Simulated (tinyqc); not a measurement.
# Ballistic Schottky-barrier transistor with a two-dimensional channel, WKB contacts: two studies

Source Fermi level 0, drain Fermi level -Vd. Far from the contacts Ec = pn - psi, and the gate moves psi one to one; the band edges relax as exp(-x/lam) from pn at the source and pn - Vd at the drain; Ev = Ec - Eg. A carrier of energy w inside the channel band meets at a contact a barrier of height D (the contact edge beyond the channel edge): T = 1 for w >= D, else exp(-S), S = 4 lam sqrt(m/C) [sqrt(D - w) - sqrt(w) arctan sqrt((D - w)/w)], C = hbar^2/(2 m0). The two contacts combine as Ts Td/(Ts + Td - Ts Td).

Parameters, values chosen for the exercise; channel values close to those of a molybdenum disulphide layer: temperature T = 300 K; band gap Eg = 1.7 eV; barrier for electrons at both contacts pn = 0.19 eV; electron mass mn = 0.47 m0; hole mass mp = 0.58 m0; valleys or subbands g = 2; screening length at the contacts lam = 4.2 nm; drain bias Vd = 0.1 V; band shift psi of the channel by the gate ps = 0.2 V.

Constants: q = 1.602176634e-19 C, kB = 1.380649e-23 J/K, hbar = 1.054571817e-34 J s, h = 6.62607015e-34 J s, m0 = 9.1093837015e-31 kg, Vt = kB T/q, hbar^2/(2 m0) = 0.0380998212 eV nm^2. Results are converted to the units shown.

Each table varies one quantity; the others keep the values above.

## Ambipolar transfer curve

I/W = g (2 q^2/h) int T(w) [N(Es + w) - N(Ed + w)] dw with w the energy of motion along the channel, N(y) = (1/2 pi) sqrt(pi m kB T/C) Fm(-y/kB T), Fm(x) = (1/sqrt(pi)) int_0^infinity u^(-1/2)/(1 + exp(u - x)) du. Electrons: Ds = psi, Dd = psi - Vd, Es = Ec, Ed = Ec + Vd. Holes: Ds = -psi, Dd = Vd - psi, Es = -Ev, Ed = -Ev - Vd. The size of each current is taken; both flow from drain to source and add. The integrals are converged. Swing = d(psi)/d(log10 I).

Ambipolar transfer curve:
```
ps (V),electrons (uA/um),holes (uA/um),I (uA/um),swing (mV/decade)
-1.25,4.026e-22,1.045e-15,1.045e-15,-133.4
-1.1,1.333e-19,8.309e-17,8.322e-17,-140.4
-0.96,2.997e-17,8.733e-18,3.870e-17,87.18
-0.82,6.738e-15,1.034e-18,6.739e-15,59.54
-0.67,2.231e-12,1.221e-19,2.231e-12,59.53
-0.53,5.015e-10,1.951e-20,5.015e-10,59.53
-0.38,1.660e-7,3.314e-21,1.660e-7,59.53
-0.24,3.733e-5,7.582e-22,3.733e-5,59.53
-0.09,0.01236,1.848e-22,0.01236,59.53
0.05,0.7524,5.374e-23,0.7524,229.2
0.2,3.161,6.232e-25,3.161,237.4
0.34,12.21,2.772e-27,12.21,249.8
```

What does the table show?

I goes from 1.04e-15 through a minimum of 3.87e-17 (at ps = -0.96 V among the rows listed) to 12.2 uA/um; the exact minimum lies at psi = -0.999 V. Holes carry the left branch and electrons the right. The ratio of the last row to the smallest is 3.15e17 and of the first row 27.0, with barriers of 0.19 eV for electrons and 1.51 eV for holes. The steepest swing among the rows is 59.5 mV/decade, against the thermionic limit 59.5.

## Effect of the screening length

Same model as above.

Effect of the screening length:
```
lam (nm),current of the electrons (uA/um),share over the barriers (%),|d psi/d log10| of this current (mV/decade)
0.5,128.9,0.3115,98.64
1.6,19.05,2.108,128.6
2.6,7.261,5.531,165.1
3.7,3.864,10.39,213.8
4.8,2.599,15.45,266.4
5.9,1.985,20.23,320.0
6.9,1.660,24.20,368.4
8,1.427,28.13,421.0
```

Read the table: what changes, and by how much?

The current falls from 129 to 1.43 uA/um, while the share over the barriers rises from 0.312 to 28.1 %: the thermionic part does not depend on lam, and a thinner barrier adds tunnelling. The swing rises from 98.6 to 421 mV/decade.

Range of the model: No scattering, image-force lowering, channel charge or band-to-band tunnelling; parabolic kappa overstates S deep in the gap.

Computed by the program tinyqc: `OMP_NUM_THREADS=1 python tinyqc.py 2390036 2390037 out.jsonl`, one thread of a shared Intel Xeon 2.30GHz, about 0.2 s for the whole run.
